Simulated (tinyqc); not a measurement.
Inside a calculation: Landau levels of a parabolic two-dimensional band. Values are carried at full precision from step to step, so a last printed digit may differ when a step is redone from the rounded ones.

In a field B along z: l = 1/sqrt((e/hbar) B) is the magnetic length, n_B = B/(h/e) the number of states per area in one level, hbar wc = 2 muB B/m for mass m in m0; 1/angstrom^2 = 1e16/cm^2.

Constants: e/hbar = 1.519267448e-05 1/(T angstrom^2); h/e = 413566.7697 T angstrom^2; hbar^2/2m0 = 3.80998211 eV angstrom^2; muB = 5.788381798e-05 eV/T; e^2/h = 3.874045865e-05 S.

Parameters, chosen for this exercise (near those of a two-dimensional electron gas in InAs; not measured data):
```
symbol  value   unit         meaning
B       13.1    T            magnetic field
n       14      x 1e11/cm^2  electron sheet density
m       0.0297  m0           mass
gs      -11.11               g factor
gv      1                    valleys
```

## Scales set by the field

Give l, n_B and the filling factor nu = n/n_B.

l = 70.88 angstrom
n_B = 3.1676 x 1e11/cm^2
nu = 4.420

## The lowest levels

E(N, s) = (N + 1/2) hbar wc + s gs muB B with s = +/-1/2.

List the eight lowest, in meV, with the gap to the next.

Levels:
```
label  E (meV)  gap above (meV)
0+      21.319            8.424
0-      29.743           42.638
1+      72.382            8.424
1-      80.806           42.638
2+     123.444            8.424
2-     131.868           42.638
3+     174.506            8.424
3-     182.931           42.638
```

The largest of these gaps, 42.64 meV, first occurs above level 0- and is kB T at 495 K. So far up a narrow-gap band the mass grows and g shrinks, which fixed values leave out.

## Where EF lies

Each listed level takes n_B electrons. At zero temperature and without broadening EF sits in the partly filled level.

Fill the listed levels in order up to nu; give the partly filled level, its energy and its filled share.

level: 2+

EF = 123.444 meV
filled share = 0.420

## Fields of the Hall plateaus

A plateau is centred where nu = n/n_B equals 1, 2, 3, 4, 5, 6; there rho_xy = h/(nu e^2).

Plateaus:
```
nu   B (T)  1/B (1/T)  rho_xy (kohm)
1   57.899     0.0173        25.8128
2   28.950     0.0345        12.9064
3   19.300     0.0518         8.6043
4   14.475     0.0691         6.4532
5   11.580     0.0864         5.1626
6    9.650     0.1036         4.3021
```

These counts hold wherever the levels are resolved.

## Checks

- Level spacing from finite differences in the Landau gauge against hbar wc, meV: 51.02 against 51.06.

tinyqc: `OMP_NUM_THREADS=1 python tinyqc.py 1282022 1282023 out.jsonl`; about 0.01 s, one thread, shared Intel(R) Xeon(R) Processor @ 2.30GHz.
